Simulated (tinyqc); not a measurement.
Metal-interlayer-semiconductor contact, depinning against tunnelling resistance: one step of the calculation.

Zero bias, n-type semiconductor. Gap states at the semiconductor surface thin out as exp(-be ti), which unpins the barrier; electrons must then cross the interlayer (a rectangular barrier, no voltage drop across it) and the parabolic depleted layer, both by WKB. Energies E are counted from the Fermi level; no image force, parabolic bands.

Question. Pinning, barrier and scales. S = 1/(1 + (1/S0 - 1) exp(-be ti)); phiB = S (phiM - chi) + (1 - S)(Eg - E0); xi = Ec - EF deep inside, from Nd = Nc F(-xi/Vt), F(x) = (2/sqrt(pi)) int_0^infinity sqrt(u) du/(1 + exp(u - x)); band bending U = phiB - xi; E00 = (hbar/2) sqrt(Nd/(eps0 eps_r mt m0)) in volts; A = 4 pi q mA m0 kB^2/h^3.

Parameters, values chosen for the exercise; semiconductor values close to those of gallium arsenide; interlayer mass of the order of that in lanthanum oxide, offset chosen freely: temperature T = 400 K; band gap Eg = 1.36 eV; relative permittivity eps_r = 13; electron affinity chi = 3.92 eV; conduction-band density of states at T Nc = 6.77e17 cm^-3; tunnelling mass in the semiconductor mt = 0.0647 m0; Richardson mass mA = 0.0664 m0; donor density Nd = 9e18 cm^-3; charge-neutrality level above the valence band E0 = 0.52 eV; pinning factor without interlayer S0 = 0.1; metal work function phiM = 4.2 eV; interlayer thickness ti = 1.3 nm; decay constant of gap states through the interlayer be = 1.9 1/nm.

Constants: q = 1.602176634e-19 C, kB = 1.380649e-23 J/K, eps0 = 8.8541878128e-12 F/m, hbar = 1.054571817e-34 J s, h = 6.62607015e-34 J s, m0 = 9.1093837015e-31 kg, Vt = kB T/q. Results are converted to the units shown.

Find: S; phiB; xi; U; E00; A.

Answer.

S = 0.56777
phiB = 0.52205 eV
xi = -0.22952 eV
U = 0.75156 eV
E00 = 0.060733 eV
A = 7.9795 A/(cm^2 K^2)

Numbers from tinyqc (`OMP_NUM_THREADS=1 python tinyqc.py 2270009 2270010 out.jsonl`; about 0.03 s on one thread of a shared Intel Xeon 2.30GHz).
